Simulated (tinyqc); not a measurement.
Two-band massive Dirac model of the K valleys: one step. H at one k. Four cases, with inputs chosen for the exercise.

Question. Fill in the matrix and diagonalise: E = lam tau sz/2 -/+ sqrt(G^2/4 + a^2 t^2 k^2).

Basis (conduction, valence): H = [[D/2, a t (tau kx - i ky)], [a t (tau kx + i ky), -D/2 + lam tau sz]], valley tau = +/-1, spin sz = +/-1. The gap of a spin and valley is G = D - lam tau sz. Berry curvature Omega = curl of i<u|grad u>; for the conduction band Omega_c = -tau 2 a^2 t^2 G/(G^2 + 4 a^2 t^2 k^2)^(3/2), and Omega_v = -Omega_c.

Case 1.

Values chosen (near those used for monolayer MoSe2; shifted at random, so the results belong to these values and not to a real crystal): a = 3.309 angstrom (lattice constant); D = 1.51 eV (gap parameter); t = 0.9 eV (effective hopping); lam = 0.079 eV (half the valence spin splitting); tau = -1 (valley); sz = 1 (spin); k = (0.066, 0.045) 1/angstrom (wave vector from the valley).

Case 2.

Values chosen (near those used for monolayer MoS2; shifted at random, so the results belong to these values and not to a real crystal): a = 3.195 angstrom (lattice constant); D = 1.66 eV (gap parameter); t = 1.15 eV (effective hopping); lam = 0.079 eV (half the valence spin splitting); tau = -1 (valley); sz = -1 (spin); k = (0.069, 0.112) 1/angstrom (wave vector from the valley).

Case 3.

Values chosen (near those used for monolayer MoSe2; shifted at random, so the results belong to these values and not to a real crystal): a = 3.319 angstrom (lattice constant); D = 1.41 eV (gap parameter); t = 0.87 eV (effective hopping); lam = 0.092 eV (half the valence spin splitting); tau = 1 (valley); sz = 1 (spin); k = (-0.055, 0.04) 1/angstrom (wave vector from the valley).

Case 4.

Values chosen (near those used for monolayer WSe2; shifted at random, so the results belong to these values and not to a real crystal): a = 3.316 angstrom (lattice constant); D = 1.52 eV (gap parameter); t = 1.27 eV (effective hopping); lam = 0.231 eV (half the valence spin splitting); tau = -1 (valley); sz = -1 (spin); k = (0.093, 0.037) 1/angstrom (wave vector from the valley).

Give: H; levels; cos(theta) = G/(E+ - E-).

Answer.

Case 1.

H (eV), rows c, v and columns alike:
```
[[0.7550, -0.1966-0.1340i],
 [-0.1966+0.1340i, -0.8340]]
```

levels (eV): [-0.8689, 0.7899]

cos(theta) = G/(E+ - E-) = 0.9580

Case 2.

H (eV), rows c, v and columns alike:
```
[[0.8300, -0.2535-0.4115i],
 [-0.2535+0.4115i, -0.7510]]
```

levels (eV): [-0.8871, 0.9661]

cos(theta) = G/(E+ - E-) = 0.8532

Case 3.

H (eV), rows c, v and columns alike:
```
[[0.7050, -0.1588-0.1155i],
 [-0.1588+0.1155i, -0.6130]]
```

levels (eV): [-0.6416, 0.7336]

cos(theta) = G/(E+ - E-) = 0.9584

Case 4.

H (eV), rows c, v and columns alike:
```
[[0.7600, -0.3917-0.1558i],
 [-0.3917+0.1558i, -0.5290]]
```

levels (eV): [-0.6546, 0.8856]

cos(theta) = G/(E+ - E-) = 0.8369

Computed by tinyqc, one run a case: `OMP_NUM_THREADS=1 python tinyqc.py N N+1 out.jsonl` with N = 1452691, 1452693, 1452749, 1452804; one thread of a shared Intel(R) Xeon(R) Processor @ 2.30GHz, about 0.01 s a run at most.
